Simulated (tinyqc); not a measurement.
Transmission against energy, and which matching rule a chain obeys: heterojunction of two tight-binding chains.

Left chain: hopping -t1, sites at 2 t1 (band bottom 0). Right chain: hopping -t2, sites at dE + 2 t2 (bottom dE). t = c/(m a^2), c = hbar^2/2m0. The bond across the interface is -tc with tc = f sqrt(t1 t2), and the last left site has the extra energy U. In a chain E = bottom + 2t (1 - cos(ka)); the surface Green function of a half chain is g = -exp(ika)/t, with Im k > 0 where cos(ka) > 1.

Constants: hbar^2/2m0 = 3.80998211 eV angstrom^2.

Inputs chosen for the exercise (masses and offset of the size met at GaN / AlGaN; the results hold for these values, not for the real material): a = 3 angstrom (site spacing); m1 = 0.209 m0 (mass on the left); m2 = 0.254 m0 (mass on the right); dE = 0.49 eV (band offset); f = 1 (factor on the interface hopping); U = 0 eV (extra energy on the last left site).

Chain A is the junction as given; chain B has tc = sqrt(t1 t2) and U = 0; chain C has tc = t2 and U = t2 - t1, the finite-difference form of -d/dx (c/m) d/dx. Continuum formulas T = 4 x y/(x + y)^2 with parabolic k: x, y = k/m on each side (BenDaniel-Duke) or x, y = k (slope continuous).

T:

| E - dE (eV) | E (eV) | chain A | chain B | chain C | k/m matched | k matched |
|---|---|---|---|---|---|---|
| 0.002 | 0.492 | 0.2389 | 0.2389 | 0.2011 | 0.2067 | 0.2454 |
| 0.005 | 0.495 | 0.3503 | 0.3503 | 0.2984 | 0.3063 | 0.3592 |
| 0.010 | 0.500 | 0.4562 | 0.4562 | 0.3935 | 0.4031 | 0.4667 |
| 0.020 | 0.510 | 0.5767 | 0.5767 | 0.5052 | 0.5164 | 0.5883 |
| 0.050 | 0.540 | 0.7408 | 0.7408 | 0.6662 | 0.6781 | 0.7524 |
| 0.100 | 0.590 | 0.8490 | 0.8490 | 0.7807 | 0.7919 | 0.8589 |
| 0.200 | 0.690 | 0.9278 | 0.9278 | 0.8724 | 0.8818 | 0.9349 |
| 0.400 | 0.890 | 0.9733 | 0.9733 | 0.9335 | 0.9406 | 0.9775 |

Chain C follows the k/m rule within 0.0119 and chain B the plain k rule within 0.0117, while the two rules differ by up to 0.0743: in B the self-energy of the right side is -t1 exp(i k2 a), so only k2 enters, and in C it is -t2 exp(i k2 a), which carries 1/m2. Chain A is chain B here.

tinyqc: `OMP_NUM_THREADS=1 python tinyqc.py 1450252 1450253 out.jsonl`; about 0.01 s, one thread, shared Intel(R) Xeon(R) Processor @ 2.30GHz.
